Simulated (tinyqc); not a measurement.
Double-gate transistor below threshold, two-dimensional Poisson equation on a small mesh: choice of the relaxation factor.

Half of a symmetric double-gate structure: row 0 is the mid-plane of the body, where the normal field vanishes. Mobile charge is neglected (subthreshold), the body is fully depleted, and potentials are counted from the intrinsic level; rows run upward to the gate, columns from source to drain.

Mesh: rows i = 0..2 in the semiconductor (step hs = tb/2, row 2 on the interface), then 2 step(s) ho = tox/2 up to the gate row 4; columns j = 0..5 (step hy = L/5). Box integration, divided by eps0: up_i = eps hy/h of the interval above row i, dn_i = that of the interval below (0 for row 0), lat_i = (sum of eps h/2 over the intervals above and below)/hy, s_i = -q Na w_i hy/eps0 with w_i the semiconductor height of the box (hs/2 for row 0 and the interface row, hs between, 0 in the insulator). Each free node obeys (up + dn + 2 lat) psi = up psi(above) + dn psi(below) + lat [psi(left) + psi(right)] + s. Fixed values: gate row Vg - Vfb; column 0 at Vbi and the last column at Vbi + Vd in the semiconductor, each running linearly to Vg - Vfb across the insulator. Sweeps go row by row from row 0, left to right, psi(new) = psi + omega (t - psi) with t the value that solves the node equation for the newest neighbours; free nodes start at zero; stop when the largest change is below 1e-7 V.

Inputs (values chosen for the exercise); semiconductor permittivity close to that of silicon:
```
symbol,value,unit,meaning
eps_r,11.9,,relative permittivity of the semiconductor
eox,3.9,,relative permittivity of the insulator
tb,4,nm,half the body thickness
tox,2.3,nm,insulator thickness
L,43,nm,channel length
Na,0,cm^-3,acceptor density of the depleted body
Vbi,0.45,V,potential of the source
Vfb,0.09,V,gate offset
Vg,0.05,V,gate voltage
Vd,0.7,V,drain voltage
```

Constants: q = 1.602176634e-19 C, eps0 = 8.8541878128e-14 F/cm where lengths are in cm. Results are converted to the units shown.

Choice of the relaxation factor:
```
omega  sweeps
1         100
1.1        83
1.2        67
1.3        54
1.4        41
1.5        25
1.6        31
1.7        43
1.8        66
1.9       134
```

What does the comparison show?

Gauss-Seidel (omega = 1) takes 100 sweeps; the fewest, 25, are at omega = 1.5, and omega = 1.9 takes 134. The Jacobi matrix of this mesh has spectral radius rho = 0.9417, so theory puts the best factor at 2/(1 + sqrt(1 - rho^2)) = 1.50.

tinyqc, about 0.1 s, one thread, Intel Xeon 2.30GHz (shared host): `OMP_NUM_THREADS=1 python tinyqc.py 2480066 2480067 out.jsonl`
